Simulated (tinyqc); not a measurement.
# Read current of a NAND string, cells in series solved by shooting: read current against the number of cells

Cells in series, numbered from 0 at the source line (0 V) to the bit line, each followed by a gap resistance Rg. A cell with gate Vg, threshold VT, source Vs and drain Vd passes I = 2 nf K Vt^2 [F(Vs) - F(Vd)]/(1 + th max(Vg - VT, 0)), F(V) = ln^2(1 + exp((Vg - VT - nf V)/(2 nf Vt))). The selected cell has Vg = Vr, the others Vg = Vp.

For a trial current I start at 0 V and, cell by cell, solve for the drain: sqrt(F(Vd)) = sqrt(F(Vs) - I/k), k = 2 nf K Vt^2/(1 + th max(Vg - VT, 0)), Vd = [Vg - VT - 2 nf Vt ln(exp(sqrt F) - 1)]/nf, then add I Rg. The string current is the I for which the last node reaches Vbl. The apparent threshold is the Vr at which I = Is. Background: all other cells erased (VT = Ve) or all in the highest state (VT = Vh); ratio and shift are high over erased and high minus erased. The selected cell is in the middle, cell n/2.

Inputs (values chosen for the exercise); values of the order met in vertical NAND strings:
```
symbol,value,unit,meaning
T,300,K,temperature
K,4.7,uA/V^2,gain factor of a cell
nf,2,,slope factor
th,0.15,1/V,mobility reduction factor
Rg,29,kohm,resistance of the gap between cells
Vbl,0.3,V,bit-line voltage
Vp,7.6,V,pass voltage
Ve,-2.2,V,threshold of an erased cell
Vh,4.2,V,threshold of the highest state
Vx,1.2,V,threshold of the selected cell
Is,20,nA,sensing current
Vr,1.9,V,read voltage on the selected word line
```

Constants: q = 1.602176634e-19 C, kB = 1.380649e-23 J/K, Vt = kB T/q. Results are converted to the units shown.

Read current against the number of cells:

| n | I, others erased (uA) | I, others high (uA) | ratio | apparent VT, erased (V) | apparent VT, high (V) | background shift (mV) |
|---|---|---|---|---|---|---|
| 8 | 0.2431 | 0.1913 | 0.7867 | 1.311 | 1.317 | 6.667 |
| 16 | 0.1579 | 0.1147 | 0.7261 | 1.324 | 1.338 | 13.42 |
| 32 | 0.09251 | 0.06340 | 0.6853 | 1.351 | 1.378 | 27.19 |
| 64 | 0.05053 | 0.03343 | 0.6616 | 1.405 | 1.463 | 57.39 |
| 96 | 0.03474 | 0.02269 | 0.6532 | 1.461 | 1.588 | 127.5 |

Read the table: what changes, and by how much?

With erased neighbours the current falls from 0.243 to 0.0347 uA, as n^(-0.62) between the first two rows and n^(-0.92) between the last two (-1 once the series resistance rules). The ratio falls from 0.787 to 0.653 and the background shift rises from 6.67 to 128 mV.

Program tinyqc, `OMP_NUM_THREADS=1 python tinyqc.py 2142219 2142220 out.jsonl`; Intel Xeon 2.30GHz, shared host, one thread, about 0.5 s.
